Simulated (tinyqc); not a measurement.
## Voltage drop against the pad pitch

A grid of 25 by 25 nodes with segments Rx (rows) and Ry (columns); every node draws I1 and the central node kh I1; pads with resistance Rp sit at the nodes whose row and column are multiples of the pitch, counting from 0. The drops u = Vdd - V follow from G u = i, with G the conductance matrix and i the load currents, solved directly.

Inputs (values chosen for the exercise): supply voltage Vdd = 0.75 V; resistance of a horizontal segment Rx = 0.64 ohm; resistance of a vertical segment Ry = 1.4 ohm; resistance from a pad node to the supply Rp = 0.2 ohm; factor on the load at the hot node kh = 8; load current of a node in the large grid I1 = 2.2 mA.

Voltage drop against the pad pitch:

| pitch (nodes) | pads | worst drop (mV) | mean drop (mV) | largest drop at a pad (mV) | largest pad current (mA) | worst drop over Vdd (%) |
|---|---|---|---|---|---|---|
| 1 | 625 | 2.172 | 0.4449 | 2.172 | 10.86 | 0.2896 |
| 2 | 169 | 4.477 | 2.963 | 3.767 | 18.83 | 0.5970 |
| 3 | 81 | 10.09 | 7.550 | 6.072 | 30.36 | 1.346 |
| 4 | 49 | 18.79 | 14.32 | 9.143 | 45.71 | 2.506 |
| 6 | 25 | 43.71 | 34.38 | 17.25 | 86.26 | 5.827 |
| 8 | 16 | 87.52 | 63.34 | 24.83 | 124.2 | 11.67 |
| 12 | 9 | 165.8 | 142.4 | 52.39 | 261.9 | 22.10 |
| 24 | 4 | 639.7 | 546.4 | 69.52 | 347.6 | 85.29 |

The worst drop goes from 2.17 to 640 mV while the number of pads falls from 625 to 4; between the last two rows it goes as pitch^(1.95). The largest drop at a pad is 100 % of the worst drop in the first row and 10.9 % in the last; the rest falls along the wires. For pitch = 12, 24 the drop exceeds 15 % of the supply, where loads no longer draw a fixed current.

Numbers from tinyqc (`OMP_NUM_THREADS=1 python tinyqc.py 2770221 2770222 out.jsonl`; about 0.3 s on one thread of a shared Intel Xeon 2.30GHz).
